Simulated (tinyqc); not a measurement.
Disorder broadening of a flat band (such as a Landau level) in the self-consistent Born approximation: course of the iteration.

The local Green function is G = g0(z - Sigma) with z = E + i eta and g0(z) = 1/z; the self-energy is Sigma = D G. The density of states is -Im G/pi.

G = g0(z - Sigma), Sigma(out) = D G, Sigma(new) = Sigma + mix (Sigma(out) - Sigma).

Stop when |Sigma(out) - Sigma| is below 1e-10 eV, or after 50 iterations; the start is Sigma = 0.

Values chosen for this exercise: variance of the random potential D = 0.52 eV^2; bare broadening eta = 0.0064 eV; energy from the band centre E = 0.958 eV; mixing mix = 1.

Course of the iteration:

| iteration | Re Sigma (eV) | Im Sigma (eV) | \|Sigma(out) - Sigma\| (eV) |
|---|---|---|---|
| 1 | 0.54277 | -0.003626 | 0.543 |
| 2 | 1.25160 | -0.030221 | 0.709 |
| 3 | -1.74400 | -0.217532 | 3.00 |
| 4 | 0.19114 | -0.015841 | 1.95 |
| 5 | 0.67752 | -0.019650 | 0.486 |
| 6 | 1.83810 | -0.170712 | 1.17 |
| 7 | -0.56785 | -0.114275 | 2.41 |
| 8 | 0.33868 | -0.026785 | 0.911 |
| 9 | 0.83722 | -0.044860 | 0.499 |
| ... | ... | ... | ... |
| 42 | 0.56866 | -0.136013 | 0.480 |
| 43 | 1.17798 | -0.430883 | 0.677 |
| 44 | -0.47741 | -0.948993 | 1.73 |
| 45 | 0.25105 | -0.167096 | 1.07 |
| 46 | 0.69377 | -0.170261 | 0.443 |
| 47 | 1.36003 | -0.909296 | 0.995 |
| 48 | -0.20903 | -0.476100 | 1.63 |
| 49 | 0.38053 | -0.157327 | 0.670 |
| 50 | 0.83348 | -0.236312 | 0.460 |

Did this iteration meet its convergence test, and what does its course show?

No. Not converged within 50 iterations: the residual swings up and down without settling. At the solution d Sigma(out)/d Sigma = -0.116-0.981i, of modulus 0.988, so a step with mix = 1 multiplies the error by 0.988 while turning it in the complex plane. A rerun with mix = 0.5 (factor 0.660) converges in 62 iterations.

Range of the model: The self-consistent Born approximation misses band tails from rare fluctuations and localisation.

tinyqc, about 0.01 s, one thread, Intel Xeon 2.30GHz (shared host): `OMP_NUM_THREADS=1 python tinyqc.py 2720043 2720044 out.jsonl`
